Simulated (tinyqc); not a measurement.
# From one set of inputs to another, one input at a time

Model: deep trap from a strong local potential in a two-band host (Koster-Slater model with semi-elliptic bands). Computed by tinyqc, a small Python program. Command: `OMP_NUM_THREADS=1 python tinyqc.py 3004501 3004502 out.jsonl deeptrap ladder`. One thread of a shared host (Intel(R) Xeon(R) Processor @ 2.30GHz), about 0.02 s of CPU time with the checks.

The valence band spans -2 W_v to 0 and the conduction band E_g to E_g + 2 W_c. The orbital at the impurity site has weight f_v in the valence band and 1 - f_v in the conduction band, each spread as a semi-ellipse (2/(pi W^2)) sqrt(W^2 - x^2) about the band centre. The impurity adds U to this orbital. Spin is left out.

The inputs printed are set A. Inputs not listed in the table keep their values of set A, so the rows need not describe a real material.

Inputs (values chosen for the exercise, with a gap close to that of InP):
```
quantity                                value  unit
gap E_g                                  1.34    eV
half-width of the valence band W_v        4.7    eV
half-width of the conduction band W_c     4.7    eV
valence weight f_v of the site orbital    0.4     -
impurity potential U                      -10    eV
```

Impurity: attractive, donor-like.

Method:
- In the gap G(E) = f_v (2/W_v^2)[x - sqrt(x^2 - W_v^2)] - (1 - f_v)(2/W_c^2)[y - sqrt(y^2 - W_c^2)], x = E + W_v, y = E_g + W_c - E.
- G falls across the gap from G(0) to G(E_g). A repulsive U binds if U > 1/G(0), an attractive one if U < 1/G(E_g); the vacancy level (U infinite) solves G(E) = 0 (bisection).
- The trap level solves G(E) = 1/U (bisection). With D = -dG/dE = D_v + D_c, D_v = f_v (2/W_v^2)[x/sqrt(x^2 - W_v^2) - 1] and D_c = (1 - f_v)(2/W_c^2)[y/sqrt(y^2 - W_c^2) - 1], the weight on the impurity orbital is 1/(U^2 D) and the conduction-band character is D_c/D.

Each row keeps all changes above it:
```
input moved                                 from     to  depth below the conduction band (eV)  vacancy level (eV)  conduction-band character
set A                                          -      -                                0.2317          1.8724e-01                    0.83102
half-width of the conduction band W_c (eV)   4.7    2.9                                0.7567          3.4413e-03                    0.68008
valence weight f_v of the site orbital       0.4   0.44                                0.5831          7.5401e-02                    0.73553
gap E_g (eV)                                1.34    3.5                                1.0329          7.5859e-01                    0.83187
impurity potential U (eV)                    -10  -33.1                                2.1969          7.5859e-01                    0.54315
half-width of the valence band W_v (eV)      4.7      3                                1.7594          1.2814e+00                    0.56467
```

Depth below the conduction band goes from 0.232 to 1.76, a factor 7.59 in all. The largest single move comes from half-width of the conduction band W_c (a factor 3.27), and valence weight f_v of the site orbital works against it (a factor 0.771). Vacancy level goes from 0.187 to 1.28, a factor 6.84 in all. The largest single move comes from half-width of the conduction band W_c (a factor 0.0184), but it runs against the net change; the largest move in the direction of the net change is valence weight f_v of the site orbital (a factor 21.9). Conduction-band character goes from 0.831 to 0.565, a factor 0.679 in all. The largest single move comes from impurity potential U (a factor 0.653), and gap E_g works against it (a factor 1.13). The single moves hold for this order of the switches; the total does not depend on the order.

Extremes, crossings and ranges named in words are read from the listed rows.
